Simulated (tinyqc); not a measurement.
Phonon transmission through an interface between two chains by Green functions: one step, computed by the program tinyqc. Command: `OMP_NUM_THREADS=1 python tinyqc.py 3004917 3004918 out.jsonl agf walk`. One thread of a shared host (Intel(R) Xeon(R) Processor @ 2.30GHz), about 0.01 s of CPU time with the checks.

Two semi-infinite chains (masses m_1, m_2; springs k_1, k_2), motion along the chain. The central region holds the end atom of each chain and one interlayer atom of mass m_b, joined by springs k_b. lambda = omega^2 in eV/(angstrom^2 u); nu = 15.6333042 THz x sqrt(lambda).

Task: Band tops and impedances. nu_max = 15.6333042 THz x 2 sqrt(k/m); impedance Z = sqrt(k m); long-wave transmission 4 Z_1 Z_2/(Z_1 + Z_2)^2; the probe frequency is the given share of the lower band top.

Inputs (values chosen for the exercise, for two model chains):
```
quantity,value,unit
mass m_1,65.6,u
spring k_1,7.59,eV/angstrom^2
mass m_2,133,u
spring k_2,13.7,eV/angstrom^2
probe frequency / lower band top,0.19,-
```

Atoms in the interlayer: one.

Constants: nu for 1 eV/(angstrom^2 u) = 15.6333042 THz.

Give: band top of chain 1; band top of chain 2; Z_1; Z_2; long-wave transmission; probe frequency.

Result:

band top of chain 1 = 10.64 THz

band top of chain 2 = 10.03 THz

Z_1 = 22.31 sqrt(eV u)/angstrom

Z_2 = 42.69 sqrt(eV u)/angstrom

long-wave transmission = 0.9018

probe frequency = 1.907 THz
